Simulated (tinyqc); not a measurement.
What each parameter does: temperature and isotope dependence of a band gap in oscillator models.

E(T) = E0 - sum_i sl_i th_i n_i(T), n = 1/(exp(th/T) - 1). The same coupling lowers the gap at 0 K by the zero-point term ZP = sum_i sl_i th_i/2, so the gap of the static lattice is E0 + ZP. Thermal expansion is taken as part of the slopes.

Inputs chosen for the exercise (near those of InAs; not measured data):
```
symbol  value             unit   meaning
E0      0.417             eV     gap at 0 K
th      (43, 167)         K      temperatures of two oscillators
sl      (0.0592, 0.2368)  meV/K  their high-temperature slopes
T       400               K      temperature
```

Gap at T, slope -sum sl_i (th_i/T)^2 n_i (1 + n_i) and ZP.

One parameter was then changed.

Results before and after:
```
case     E(T) (eV)  dE/dT (meV/K)  ZP (meV)
base        0.3183        -0.2925     21.05
changed     0.3065        -0.2931     21.05
```

Which of these changes was made? (a) sl = (0.077, 0.2368) meV/K; (b) E0 = 0.427 eV; (c) th = (43, 200) K; (d) T = 440 K.

Answer: (d) T = 440 K. Of the candidates, run in turn, only this one gives the changed row.

All candidates:
```
case                        E(T) (eV)  dE/dT (meV/K)  ZP (meV)
base                           0.3183        -0.2925     21.05
T = 440 K                      0.3065        -0.2931     21.05
E0 = 0.427 eV                  0.3283        -0.2925     21.05
th = (43, 200) K               0.3216        -0.2911     24.95
sl = (0.077, 0.2368) meV/K     0.3115        -0.3103     21.43
```

(tinyqc, `OMP_NUM_THREADS=1 python tinyqc.py 1850345 1850346 out.jsonl`, Intel(R) Xeon(R) Processor @ 2.30GHz, 1 thread, shared host, about 0.01 s.)
